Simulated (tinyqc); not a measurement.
## Electron continuity equation in a given potential, Scharfetter-Gummel discretisation: three discretisations compared

Steady state in one dimension: J = q mu n E + q D dn/dx with E = -dpsi/dx and D = mu Vt, dJ/dx = q (n/tau - G), fixed densities nL and nR at the ends. The potential is given, psi = U (x/L)^2, and is not changed by the electrons.

10 equal intervals. Fluxes J_i = (q D/h)(n_(i+1) P_i - n_i Q_i), d_i = (psi_(i+1) - psi_i)/Vt: Scharfetter-Gummel P = B(d), Q = B(-d), B(d) = d/(exp(d) - 1); central P = 1 - d/2, Q = 1 + d/2; upwind P = 1 + max(-d, 0), Q = 1 + max(d, 0). Balance at each inner node: J_i - J_(i-1) = q h (n_i/tau - G). The reference is Scharfetter-Gummel on 2000 intervals.

Parameters, values chosen for the exercise; mobility close to that of gallium phosphide at room temperature:
- T = 273 K (temperature)
- mu = 254 cm^2/(V s) (electron mobility)
- L = 4.9 um (length of the region)
- nL = 3.1e15 cm^-3 (density at x = 0)
- nR = 7.9e14 cm^-3 (density at x = L)
- tau = 4.8e-9 s (lifetime)
- G = 0 cm^-3 s^-1 (uniform generation rate)
- U = -0.45 V (potential difference psi(L) - psi(0))

Constants: q = 1.602176634e-19 C, kB = 1.380649e-23 J/K, Vt = kB T/q. Results are converted to the units shown.

Densities (cm^-3):

| node | Scharfetter-Gummel | central | upwind | reference |
|---|---|---|---|---|
| 0 | 3.100e15 | 3.100e15 | 3.100e15 | 3.100e15 |
| 1 | 3.837e15 | 3.891e15 | 3.703e15 | 3.854e15 |
| 2 | 3.473e15 | 3.543e15 | 3.383e15 | 3.492e15 |
| 3 | 2.631e15 | 2.659e15 | 2.703e15 | 2.644e15 |
| 4 | 1.921e15 | 1.906e15 | 2.067e15 | 1.927e15 |
| 5 | 1.486e15 | 1.467e15 | 1.606e15 | 1.488e15 |
| 6 | 1.233e15 | 1.223e15 | 1.303e15 | 1.233e15 |
| 7 | 1.069e15 | 1.066e15 | 1.104e15 | 1.069e15 |
| 8 | 9.523e14 | 9.507e14 | 9.677e14 | 9.521e14 |
| 9 | 8.622e14 | 8.616e14 | 8.676e14 | 8.621e14 |
| 10 | 7.900e14 | 7.900e14 | 7.900e14 | 7.900e14 |

Largest errors as a share of the largest reference density listed: Scharfetter-Gummel 0.51 %, central 1.3 %, upwind 3.9 %. The largest |d| is 3.63. Upwinding stays positive but acts as if D were larger by the factor 1 + |d|/2, up to 2.82 here.

Computed by the program tinyqc: `OMP_NUM_THREADS=1 python tinyqc.py 2220047 2220048 out.jsonl`, one thread of a shared Intel Xeon 2.30GHz, about 0.01 s for the whole run.
